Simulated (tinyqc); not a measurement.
Inside a calculation. Model: minority carriers and saturation current of a heavily doped emitter.

Computed by the program tinyqc: `OMP_NUM_THREADS=1 python tinyqc.py 2330089 2330090 out.jsonl`, one thread of a shared Intel Xeon 2.30GHz, about 0.01 s for the whole run. Printed values are rounded.

n-type, parabolic bands, full ionisation. eta = (EF - Ec)/kB T solves N = Nc F12(eta), F12(x) = (2/sqrt(pi)) int_0^infinity sqrt(u)/(1 + exp(u - x)) du. The gap shrinks rigidly by dEg = E1 [ln(N/N0) + sqrt(ln^2(N/N0) + 0.5)], an empirical law that is here taken as the true narrowing.

Parameters, values chosen for the exercise; band and dielectric values close to those of silicon:
```
symbol,value,unit,meaning
T,300,K,temperature
Eg,1.13,eV,band gap
Nc,2.84e19,cm^-3,conduction-band density of states at 300 K
Nv,2.69e19,cm^-3,valence-band density of states at 300 K
N,8.8e18,cm^-3,ionised donor density
E1,8.3,meV,energy of the narrowing law
N0,8.7e16,cm^-3,density of the narrowing law
mup,140,cm^2/(V s),minority-hole mobility
Cn,1.6e-31,cm^6/s,Auger coefficient
ts,1.9,us,defect lifetime
W,330,nm,emitter width
S,66000,cm/s,recombination velocity at the contact
```

Constants: q = 1.602176634e-19 C, kB = 1.380649e-23 J/K, Vt = kB T/q. Results are converted to the units shown.

Range of the model: Band tails, non-parabolic bands and incomplete ionisation are left out.

## Iteration 1: Fermi level

eta at the start (Boltzmann value) = -1.1716

Newton step on ln F12(eta) = ln(N/Nc): eta(new) = eta - ln(Nc F12/N) F12/Fm, Fm(x) = dF12/dx = (1/sqrt(pi)) int_0^infinity u^(-1/2)/(1 + exp(u - x)) du.

F12 = 0.2807034
Fm = 0.2555395
eta after iteration 1 = -1.063050

## Course of the iteration

Stop when eta changes by less than 1e-9.

Course of the iteration:
```
iteration        eta   change
1          -1.063050    0.109
2          -1.062557  4.93e-4
3          -1.062557  1.06e-8
4          -1.062557  < 1e-13
```

Converged in 4 iterations.

## Effective intrinsic density

converged eta = -1.062557

ni = sqrt(Nc Nv) exp(-Eg/(2 Vt)), Eg in volts; degeneracy factor g = F12(eta) exp(-eta); nie^2 = ni^2 exp(dEg/kB T) g, p0 = nie^2/N; apparent narrowing dEg + kB T ln g.

ni = 8.911546e9 cm^-3
dEg = 77.08240 meV
g = 0.8966579
apparent narrowing = 74.26244 meV
nie = 3.747401e10 cm^-3
p0 = 159.5797 cm^-3

Narrowing multiplies p0 by 19.7 and degeneracy by 0.897.

## Saturation current

1/tau = Cn N^2 + 1/ts, D = mup Vt, L = sqrt(D tau); J0 = (q p0 D/L)(s + tanh(W/L))/(1 + s tanh(W/L)), s = S L/D; the share recombining inside is 1 - 1/[cosh(W/L)(1 + tanh(W/L)/s)].

tau = 77.41906 ns
L = 5293.404 nm
s = 9.652877
J0 = 1060.799 fA/cm^2
share recombining inside = 0.8336339 %

The emitter is transparent: most holes reach the contact.
